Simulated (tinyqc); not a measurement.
## Both saturation currents from two open-circuit voltages

Inverse problem. Without shunt, at open circuit JL = J01 (exp(Voc/Vt) - 1) + J02 (exp(Voc/(2 Vt)) - 1). Find J01, J02 and the mean ideality (Voc2 - Voc1)/(Vt ln(JL2/JL1)).

Values chosen for this exercise: temperature T = 300 K.

Constants: q = 1.602176634e-19 C, kB = 1.380649e-23 J/K, Vt = kB T/q. Results are converted to the units shown.

photocurrents (mA/cm^2): [23.8, 1.19]
Voc (V): [0.86689418, 0.77024987]

Answer. The relation is linear in J01 and J02, so two light levels give two equations; series resistance plays no part at open circuit.

J01 = 5.200e-17 A/cm^2
J02 = 2.500e-10 A/cm^2
mean ideality = 1.248

tinyqc, about 0.01 s, one thread, Intel Xeon 2.30GHz (shared host): `OMP_NUM_THREADS=1 python tinyqc.py 2280038 2280039 out.jsonl`
